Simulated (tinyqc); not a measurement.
From results to parameters: diatomic chain. Computed by the program tinyqc.

Problem. A chain of two alternating masses has one spring constant k; at the zone edge omega^2 = 2k/M and 2k/m, and wavenumber = 521.4708 sqrt(omega^2) with omega^2 in eV/(angstrom^2 u). Find k, the heavier mass and the optical wavenumber at q = 0.

wavenumbers at the zone edge (cm^-1): 339.879851  534.299814
lighter mass = 26.100000 u

Solution. The upper value gives k = m omega^2/2, the ratio of the squares gives M/m, and at q = 0 omega^2 = 2k (1/m + 1/M), the sum of the two.

k = 13.700 eV/angstrom^2
heavier mass = 64.500 u
optical wavenumber at q = 0 = 633.241 cm^-1
